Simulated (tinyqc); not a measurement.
n-type polysilicon, carrier trapping at grain boundaries: one step of the calculation.

One-dimensional grains of size Lg, uniform ionised doping N, monovalent traps Qt at each boundary at a depth Et below (for electrons) or above (for holes) the band edge there, abrupt depletion of width W on each side of a boundary, Boltzmann statistics. xi is the distance from the band edge at the grain centre to the Fermi level. Trapped charge Qt/(1 + exp((xi + VB - Et)/Vt)) = 2 N W, barrier VB = q N W^2/(2 eps0 eps_r).

Task. Resistivity and effective mobility. n0 = NB exp(-xi/Vt); mean density n0 (1 - 2 W/Lg) by charge balance in a partly depleted grain, and n0 (sqrt(pi)/2) erf(u)/u with u = sqrt(VB/Vt) in a fully depleted one; v = sqrt(kB T/(2 pi ms m0)); barrier resistivity Vt exp(VB/Vt)/(q fe n0 v Lg); grain resistivity (1 - 2 W/Lg)/(q n0 mug); effective mobility 1/(q mean density total resistivity).

Values chosen for this exercise; values of the order met in polycrystalline silicon:

| symbol | value | unit | meaning |
|---|---|---|---|
| T | 300 | K | temperature |
| NB | 2.8e19 | cm^-3 | conduction-band density of states at T |
| Lg | 58 | nm | grain size |
| ms | 0.56 | m0 | mass for thermionic emission |
| fe | 0.5 |  | correction factor of the emission rate |
| mug | 170 | cm^2/(V s) | mobility inside the grains |

Constants: q = 1.602176634e-19 C, kB = 1.380649e-23 J/K, m0 = 9.1093837015e-31 kg, Vt = kB T/q. Results are converted to the units shown.

W = 4.1935405 nm
xi = 0.056895143 V
VB = 0.042156951 V

Wanted: n0; mean density; v; barrier resistivity; grain resistivity; resistivity; effective mobility.

Result.

n0 = 3.1000e18 cm^-3
mean density = 2.6517e18 cm^-3
v = 3.5948e6 cm/s
barrier resistivity = 0.025501 ohm cm
grain resistivity = 0.010131 ohm cm
resistivity = 0.035632 ohm cm
effective mobility = 66.058 cm^2/(V s)

The resistivity is 3.01 times that of a single crystal with the same N and mobility mug, and the mean density is 85.5 % of N.

Program tinyqc, `OMP_NUM_THREADS=1 python tinyqc.py 2830161 2830162 out.jsonl`; Intel Xeon 2.30GHz, shared host, one thread, about 0.01 s.
